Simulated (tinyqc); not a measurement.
# Band bending at a free surface with a continuum of surface states, surface photovoltage and Kelvin probe, step by step

Computed by the program tinyqc: `OMP_NUM_THREADS=1 python tinyqc.py 2430033 2430034 out.jsonl`, one thread of a shared Intel Xeon 2.30GHz, about 0.01 s for the whole run. Printed values are rounded.

n-type bulk, xi = Ec - EF = Vt ln(Nc/Nd), p0 = ni^2/Nd, ni = sqrt(Nc Nv) exp(-Eg/(2 Vt)), Eg in volts. b is the upward band bending, u = b/Vt. Space charge per area, in units of q: Qc = sign(b) sqrt((2 eps0 eps_r Vt/q) [(Nd + dn)(exp(-u) - 1) + Nd u + (p0 + dn)(exp(u) - 1)]), with dn the excess density under light (flat quasi-Fermi levels; 0 in the dark). The states hold -Ds (E0 - xi - b): negative while the Fermi level lies above the neutrality level. Neutrality: Qc + Qf + (charge of the states) = 0.

Parameters, values chosen for the exercise; band and dielectric values close to those of gallium nitride: temperature T = 350 K; band gap Eg = 3.36 eV; relative permittivity eps_r = 9.68; conduction-band density of states at T Nc = 2.86e18 cm^-3; valence-band density of states at T Nv = 5.73e19 cm^-3; electron affinity chi = 4.18 eV; donor density Nd = 1.2e15 cm^-3; fixed positive charge at the surface Qf = 1.9e10 cm^-2; work function of the probe tip pt = 5.1 eV; density of surface states Ds = 6.8e11 cm^-2 eV^-1; depth of their neutrality level below the conduction edge E0 = 1.11 eV; excess carrier density under light dn = 1e13 cm^-3.

Constants: q = 1.602176634e-19 C, kB = 1.380649e-23 J/K, Vt = kB T/q, eps0 = 8.8541878128e-14 F/cm where lengths are in cm. Results are converted to the units shown.

## Bulk quantities

xi, ni, p0, the Debye length sqrt(eps0 eps_r Vt/(q Nd)) and the flat-band work function chi + xi.

xi = 0.234537 eV
ni = 8.24755e-6 cm^-3
p0 = 5.66851e-26 cm^-3
Debye length = 115.954 nm
chi + xi = 4.41454 eV

## Iteration 1: band bending in the dark

b at the start = 0.7 V

Newton step: b(new) = b - (Qc + Qf - Ds (E0 - xi - b))/(dQc/db + Ds), dQc/db = (eps0 eps_r/q) [Nd (1 - exp(-u)) + p0 exp(u)]/Qc.

b after iteration 1 = 0.710116 V

## Iteration 2: band bending in the dark

As before.

b after iteration 2 = 0.710119 V

## Course of the iteration

Stop when b changes by less than 1e-10 V, or after 40 iterations.

Course of the iteration:
```
iteration     b (V)  change (V)
1          0.710116      0.0101
2          0.710119     3.50e-6
3          0.710119    4.14e-13
```

Converged in 3 iterations.

## Work function and Kelvin-probe reading

converged b = 0.710119 V

Work function chi + xi + b; contact potential difference CPD = (work function of the sample) - pt. Depth of EF below Ec at the surface: xi + b. Depletion width Qc/Nd.

xi + b = 0.944656 eV
Qc = 9.34337e10 cm^-2
Qc/Nd = 778.614 nm
work function = 5.12466 eV
CPD = 24.6563 mV

The Fermi level lies 165 meV above the neutrality level.

## Surface photovoltage

Under chopped light the surface charge keeps its dark value, so b falls to bL with Qc(bL, dn) = Qc(b, 0); the photovoltage is b - bL. Qc rises with b, so bL follows by bisection.

bL = 0.228018 V
photovoltage = 482.101 mV
share of b removed = 67.8902 %
excess holes at the surface, dn exp(bL/Vt) = 1.92007e16 cm^-3
